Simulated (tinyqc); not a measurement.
From ballistic to localised: localisation in a chain with random site energies (transfer matrices).

Hopping -t; leads with site energy 0, E = -2t cos(ka). psi_(j+1) = ((e_j - E)/t) psi_j - psi_(j-1), a product of matrices M_j = [[(e_j - E)/t, -1], [1, 0]]. For M = M_N ... M_1 the transmission is T = 4 sin^2(ka)/|M21 - M12 + M22 exp(ika) - M11 exp(-ika)|^2. Long samples draw e_j = W (x_j/2147483647 - 1/2) from x_j = 16807 x_(j-1) mod 2147483647, starting at x0. The localisation length xi, in sites, is defined by ln T = -2N/xi on average; weak disorder gives xi = 24 (4t^2 - E^2)/W^2, and the mean free path for backscattering is xi/2.

Parameters, chosen for this exercise:
```
symbol  value  unit  meaning
t       1.02   eV    hopping
E       -1.21  eV    energy
W       1.84   eV    full width of the disorder
x0      8659         start of the number sequence
```

200 samples of each length, cut one after another from the start of the sequence. Typical T = exp(mean ln T). Ohmic: 1/(1 + 2N/xi); localised: exp(-2N/xi), both with the weak-disorder xi.

Transmission:
```
N,mean T,typical T,spread of ln T,ohmic,localised
2,0.826,0.816,0.154,0.827,0.811
5,0.639,0.595,0.404,0.657,0.593
10,0.449,0.350,0.807,0.489,0.351
20,0.226,0.0997,1.434,0.323,0.123
40,0.0719,0.0102,2.359,0.193,0.0152
80,0.0128,0.000114,3.623,0.107,0.000232
```

What does the comparison show?

With xi = 19.1 sites, mean and typical T are 0.639 and 0.595 at N = 5, and 0.0128 and 0.000114 at N = 80, where ln T scatters by 3.6. The slope of ln(typical T) between 40 and 80 sites gives xi = 17.8, uncertain by about 7 % from the scatter of 200 samples. At N = 80 the ohmic law gives 938 times the typical value: a single channel has no ohmic range beyond a mean free path, and the mean is carried by rare resonant samples.

tinyqc: `OMP_NUM_THREADS=1 python tinyqc.py 1481579 1481580 out.jsonl`; about 0.04 s, one thread, shared Intel(R) Xeon(R) Processor @ 2.30GHz.
